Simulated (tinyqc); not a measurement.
Worked calculation: band gaps under pressure and temperature from deformation potentials. Values are carried at full precision from step to step, so a last printed digit may differ when a step is redone from the rounded ones.

Murnaghan: V/V0 = (1 + Bp P/B0)^(-1/Bp), B0 = (C11 + 2 C12)/3. Each gap moves by a ln(V/V0) with its volume potential a, and falls with temperature by aV T^2/(T + bV) (Varshni); the two effects are added. No change of phase is considered.

Values chosen for the exercise (near those of InP, the X and L potentials typical of such crystals; shifted at random, so the results belong to these values and not to a real crystal):

| symbol | value | unit | meaning |
|---|---|---|---|
| C11 | 100.9 | GPa |  |
| C12 | 57.1 | GPa |  |
| Bp | 4.81 |  | pressure derivative of the bulk modulus |
| P | 3 | GPa | pressure |
| Eg | 1.409 | eV | gap at Gamma to the s-like level at 0 K, 0 GPa |
| EgX | 2.389 | eV | gap to X at 0 K, 0 GPa |
| EgL | 2.04 | eV | gap to L at 0 K, 0 GPa |
| aG | -6.67 | eV | volume potential of the Gamma gap |
| aX | 1.1 | eV | volume potential of the X gap |
| aL | -3.57 | eV | volume potential of the L gap |
| aV | (0.347, 0.467, 0.362) | meV/K | Varshni alpha of Gamma, X, L |
| bV | (163, 215, 161) | K | Varshni beta of Gamma, X, L |
| T | 500 | K | temperature |
| aT | 4.6 | 1e-6/K | linear thermal expansion near 300 K |

## Volume under pressure

Give B0, V/V0, ln(V/V0), the change of the lattice constant and the linear estimate -P/B0.

B0 = 71.70 GPa
V/V0 = 0.96260
ln(V/V0) = -0.03812
change of a = -1.263 %
-P/B0 = -0.04184

The stiffening under pressure makes the compression 8.9 % smaller than the linear estimate.

## Gaps at P and T

Give both shifts and the gaps.

pressure shifts (eV): Gamma 0.2543, X -0.0419, L 0.1361

temperature shifts (eV): Gamma -0.1308, X -0.1633, L -0.1369

gaps (eV): Gamma 1.5324, X 2.1838, L 2.0392

The lowest valley is Gamma (direct gap), 507 meV below L; at 0 K and 0 GPa it is Gamma.

## Pressure coefficients

Expand in P: E = E0 + c1 P + c2 P^2 with c1 = -a/B0 and c2 = a Bp/(2 B0^2).

c1 (meV/GPa): Gamma 93.03, X -15.34, L 49.79

c2 (meV/GPa^2): Gamma -3.120, X 0.515, L -1.670

Gamma and L rise under pressure and X falls, as the signs of the volume potentials say.

## Pressures at which the valleys cross

Two gaps meet at ln(V/V0) = -(E_i - E_j)/(a_i - a_j), with the gaps at T and P = 0; then P = (B0/Bp)(exp(-Bp ln(V/V0)) - 1). A dash marks expansion or a compression beyond ln(V/V0) = -0.3.

Crossings:

| pair | E_i - E_j (eV) | ln(V/V0) | P (GPa) |
|---|---|---|---|
| Gamma-X | -0.9476 | -0.1220 | 11.89 |
| Gamma-L | -0.6249 | -0.2016 | 24.40 |
| L-X | -0.3226 | -0.0691 | 5.88 |

The lowest valley changes at 11.89 GPa (Gamma to X). The real crystal changes phase near 10 GPa, so a crossing above that is not reached.

## How much of dE/dT is thermal expansion

At 300 K: dE/dT = -aV T (T + 2 bV)/(T + bV)^2; expansion alone gives 3 aT a; the rest is electron-phonon coupling.

dE/dT (meV/K): Gamma -0.3040, X -0.3856, L -0.3178

from expansion (meV/K): Gamma -0.0920, X 0.0152, L -0.0493

remainder (meV/K): Gamma -0.2119, X -0.4008, L -0.2686

Expansion supplies 30 % of the slope at Gamma and 15 % at L; at X it works against the fall.

## Checks

- Slope of the Gamma gap at P = 0 by finite differences against c1 (meV/GPa): both 93.026.

Run: tinyqc, `OMP_NUM_THREADS=1 python tinyqc.py 1050846 1050847 out.jsonl`; Intel(R) Xeon(R) Processor @ 2.30GHz, one thread, shared host; about 0.01 s of CPU time with all checks.
